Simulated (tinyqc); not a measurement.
Electrons shared among three sets of ellipsoidal valleys: sweeps and comparisons. A value that a table varies takes the place of the one given here.

F_j(eta) = (1/Gamma(j + 1)) integral_0^infinity x^j dx/(1 + exp(x - eta)), which tends to exp(eta) for eta << 0.

Sets X, L, Gamma: N_i = M_i times N = 2 (m kB T/(4 pi c))^(3/2) with c = hbar^2/2m0, in 1/angstrom^3; times 1e24 for 1/cm^3, m = (ml mt^2)^(1/3); n = sum_i N_i F_1/2((EF - dE_i)/kT), energies from the edge of the first set; mu_drift = sum of share times mobility.

Constants: hbar^2/2m0 = 3.80998211 eV angstrom^2; kB = 8.617333262e-05 eV/K.

Inputs chosen for the exercise (masses and offsets near those of AlAs; mobilities are free inputs, held fixed; shifted at random, so the results belong to these values and not to a real crystal):
- dE = (0, 0.228, 0.741) eV (edges of X, L, Gamma above the first)
- M = (3, 4, 1) (valleys in each set)
- ml = (0.942, 1.341, 0.154) m0 (longitudinal masses of X, L, Gamma)
- mt = (0.2231, 0.1502, 0.154) m0 (transverse masses)
- mu = (260, 450, 1300) cm^2/(V s) (mobility of each set)
- n = 2.2e+18 1/cm^3 (total electron density)
- T = 400 K

## Transfer between valleys with temperature

Offsets, masses and mobilities are held fixed; n is fixed too, so the high values of T stand for hot electrons, not for the lattice.

Populations:

| T (K) | EF (eV) | share X | share L | share Gamma | mu_drift |
|---|---|---|---|---|---|
| 77 | 0.0026 | 1.0000 | 0.0000 | 0.0000 | 260 |
| 150 | -0.0107 | 1.0000 | 0.0000 | 0.0000 | 260 |
| 300 | -0.0505 | 0.9998 | 0.0002 | 0.0000 | 260 |
| 450 | -0.1004 | 0.9969 | 0.0031 | 0.0000 | 261 |
| 600 | -0.1571 | 0.9869 | 0.0131 | 0.0000 | 262 |
| 900 | -0.2868 | 0.9460 | 0.0540 | 0.0000 | 270 |
| 1200 | -0.4332 | 0.8939 | 0.1061 | 0.0001 | 280 |
| 2000 | -0.8787 | 0.7770 | 0.2220 | 0.0010 | 303 |

How do the results move?

The share of X goes from 1.000 to 0.777 and the mean mobility from 260 to 303 cm^2/(V s). X holds more than L throughout. The share of Gamma is at most 0.00098.

## Transfer between valleys with doping

Parabolic valleys; band tails and gap narrowing are left out.

Populations:

| n (1/cm^3) | EF (eV) | share X | share L | share Gamma | mu_drift |
|---|---|---|---|---|---|
| 1.0e+16 | -0.2699 | 0.9986 | 0.0014 | 0.0000 | 260 |
| 1.0e+17 | -0.1905 | 0.9986 | 0.0014 | 0.0000 | 260 |
| 1.0e+18 | -0.1107 | 0.9985 | 0.0015 | 0.0000 | 260 |
| 3.0e+18 | -0.0718 | 0.9985 | 0.0015 | 0.0000 | 260 |
| 1.0e+19 | -0.0270 | 0.9984 | 0.0016 | 0.0000 | 260 |
| 3.0e+19 | 0.0204 | 0.9978 | 0.0022 | 0.0000 | 260 |
| 1.0e+20 | 0.0934 | 0.9946 | 0.0054 | 0.0000 | 261 |

What does this show?

The share of X goes from 0.999 to 0.995 and the mean mobility from 260 to 261 cm^2/(V s). X holds more than L throughout. The share of Gamma is at most 1.6e-10.

## Moving the second set by strain or alloying

The second entry of dE is replaced by the values listed; a negative value puts that set lowest.

Populations:

| offset (eV) | EF (eV) | share X | share L | share Gamma | mu_drift |
|---|---|---|---|---|---|
| -0.100 | -0.1871 | 0.0500 | 0.9500 | 0.0000 | 440 |
| -0.050 | -0.1424 | 0.1822 | 0.8178 | 0.0000 | 415 |
| 0.000 | -0.1085 | 0.4829 | 0.5171 | 0.0000 | 358 |
| 0.025 | -0.0977 | 0.6562 | 0.3438 | 0.0000 | 325 |
| 0.050 | -0.0909 | 0.7963 | 0.2037 | 0.0000 | 299 |
| 0.100 | -0.0849 | 0.9429 | 0.0571 | 0.0000 | 271 |
| 0.150 | -0.0833 | 0.9860 | 0.0140 | 0.0000 | 263 |
| 0.200 | -0.0830 | 0.9967 | 0.0033 | 0.0000 | 261 |
| 0.300 | -0.0828 | 0.9998 | 0.0002 | 0.0000 | 260 |

How do the results move?

The share of X goes from 0.050 to 1.000 and the mean mobility from 440 to 260 cm^2/(V s). X and L hold equal numbers between offset = 0 and 0.025 eV. The share of Gamma is at most 4.4e-11. With Boltzmann statistics the first two sets are equal at kT ln(N_2/N_1) = 0.0024 eV.

## What moves the populations

All else solved anew. Each row changes one parameter from the base and keeps the others.

Results:

| case | EF (eV) | share X | share L | share Gamma | mu_drift (cm^2/(V s)) |
|---|---|---|---|---|---|
| base | -0.0829 | 0.9985 | 0.0015 | 0.0000 | 260 |
| T = 450 K | -0.1004 | 0.9969 | 0.0031 | 0.0000 | 261 |
| n = 6.6e+18 1/cm^3 | -0.0429 | 0.9984 | 0.0016 | 0.0000 | 260 |
| dE = (0, 0.1824, 0.741) eV | -0.0830 | 0.9945 | 0.0055 | 0.0000 | 261 |
| mt = (0.2231, 0.1802, 0.154) m0 | -0.0829 | 0.9982 | 0.0018 | 0.0000 | 260 |
| ml = (0.942, 1.6092, 0.154) m0 | -0.0829 | 0.9984 | 0.0016 | 0.0000 | 260 |
| mu = (312, 450, 1300) cm^2/(V s) | -0.0829 | 0.9985 | 0.0015 | 0.0000 | 312 |

What does this show?

The largest shifts from the base row, up to three for each result and ties (the steps differ in size, so this ranks the rows, not the parameters). EF (eV): n +0.0400, T -0.0175, dE -0.0001; unchanged at the printed digits by mt, ml and mu. share X: dE -0.0040, T -0.0016, mt -0.0003; unchanged at the printed digits by mu. share L: dE +0.0040, T +0.0016, mt +0.0003; unchanged at the printed digits by mu. share Gamma: unchanged at the printed digits by T, n, dE, mt, ml and mu. mu_drift (cm^2/(V s)): mu +52, dE +1, T +0; unchanged at the printed digits by n, mt and ml.

(tinyqc, `OMP_NUM_THREADS=1 python tinyqc.py 1652171 1652172 out.jsonl`, Intel(R) Xeon(R) Processor @ 2.30GHz, 1 thread, shared host, about 0.01 s.)
